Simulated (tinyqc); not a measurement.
Equilibrium and kinetic segregation of a solute to boundaries and growing surfaces: one step, computed by the program tinyqc. Command: `OMP_NUM_THREADS=1 python tinyqc.py 3020332 3020333 out.jsonl segreg walk`. One thread of a shared host (Intel(R) Xeon(R) Processor @ 2.30GHz), about 0.01 s of CPU time with the checks.

Task: Boundary energy. Gibbs adsorption for this isotherm in a dilute matrix: gamma = gamma_0 + Gam_0 [k_B T ln(1 - theta) + z w theta^2/2], Gam_0 = delta/Omega sites per area.

Inputs (values chosen for the exercise, modelled on a solute in a copper line):

| quantity | value | unit |
|---|---|---|
| interaction z w (positive attracts) | -0.38 | eV |
| temperature T | 925 | K |
| boundary thickness delta | 0.73 | nm |
| atomic volume Omega | 11.81 | angstrom^3 |
| clean boundary energy gamma_0 | 0.77 | J/m^2 |

Isotherm: Fowler-Guggenheim.

coverage theta = 0.2113488

Constants: 1 eV/angstrom^2 = 16.02176634 J/m^2; k_B = 8.617333262e-05 eV/K.

Give: Gam_0; boundary energy gamma.

Result:

Gam_0 = 61.812 1/nm^2

boundary energy gamma = 0.49852 J/m^2

Segregation lowers gamma by 35 %, and the driving force of grain growth with it.
